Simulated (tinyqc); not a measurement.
Inside a calculation: electrons shared among three sets of ellipsoidal valleys. Values are carried at full precision from step to step, so a last printed digit may differ when a step is redone from the rounded ones.

Constants: hbar^2/2m0 = 3.80998211 eV angstrom^2; kB = 8.617333262e-05 eV/K.

Inputs chosen for the exercise (masses and offsets near those of Si; mobilities are free inputs, held fixed; shifted at random, so the results belong to these values and not to a real crystal): ml = (0.937, 0.937, 1.668) m0 (longitudinal masses of Delta2, Delta4, L); mt = (0.181, 0.181, 0.117) m0 (transverse masses); M = (2, 4, 4) (valleys in each set); T = 300 K; dE = (0, 0.033, 0.892) eV (edges of Delta2, Delta4, L above the first, the first two split by strain); n = 3e+16 1/cm^3 (total electron density); mu = (1500, 1000, 450) cm^2/(V s) (mobility of each set, for current in the plane normal to the Delta2 axis).

## Masses of each set

One valley: m_d = (ml mt^2)^(1/3). Whole set: m_de = M^(2/3) m_d. Mean over three axes: 1/m_c = (1/ml + 2/mt)/3. Anisotropy K = ml/mt.

m_d, m_de, m_c (m0) and K of each set:
```
set        m_d    m_de     m_c      K
Delta2  0.3131  0.4970  0.2476   5.18
Delta4  0.3131  0.7890  0.2476   5.18
L       0.2837  0.7149  0.1696  14.26
```

m_de/m_c is 2.01 for Delta2, 3.19 for Delta4, 4.22 for L: many anisotropic valleys give many states at a light conductivity mass. m_c is the mean over three axes; a set that holds only some of the equivalent valleys conducts with a mass that depends on direction.

## Effective densities of states

N_i = M_i times N = 2 (m kB T/(4 pi c))^(3/2) with c = hbar^2/2m0, in 1/angstrom^3; times 1e24 for 1/cm^3, with m = (ml mt^2)^(1/3).

kT = 0.025852 eV

N_i (1/cm^3): Delta2 8.7933e+18, Delta4 1.7587e+19, L 1.5168e+19

## Fermi level and populations

F_j(eta) = (1/Gamma(j + 1)) integral_0^infinity x^j dx/(1 + exp(x - eta)), which tends to exp(eta) for eta << 0.

Solve n = sum_i N_i F_1/2((EF - dE_i)/kT), energies from the edge of the first set.

EF = -0.1583 eV

eta_i: Delta2 -6.12, Delta4 -7.40, L -40.63

n_i (1/cm^3): Delta2 1.93e+16, Delta4 1.07e+16, L 34.4

shares: Delta2 0.6417, Delta4 0.3583, L 0.0000

Delta2 holds most electrons (64.2 %). Boltzmann weights N_i exp(-dE_i/kT) would give Delta4 a share of 0.3582.

## Drift and Hall mobility of the mixture

With f_i the shares, mu_drift = sum f_i mu_i; low-field Hall mobility mu_H = sum f_i mu_i^2/mu_drift (scattering and anisotropy factors set to 1); the Hall density is n mu_drift/mu_H; rho = 1/(e n mu_drift), e = 1.602176634e-19 C.

mu_drift = 1321 cm^2/(V s)
mu_H = 1364 cm^2/(V s)
Hall density = 2.90e+16 1/cm^3
rho = 0.158 ohm cm

A Hall measurement would read 96.8 % of the true density.

## Checks

- Share of Delta4 at n = 1e10 1/cm^3 against the Boltzmann weight: both 0.3582.

Program tinyqc; command `OMP_NUM_THREADS=1 python tinyqc.py 1650235 1650236 out.jsonl`; about 0.01 s on one thread of a shared Intel(R) Xeon(R) Processor @ 2.30GHz.
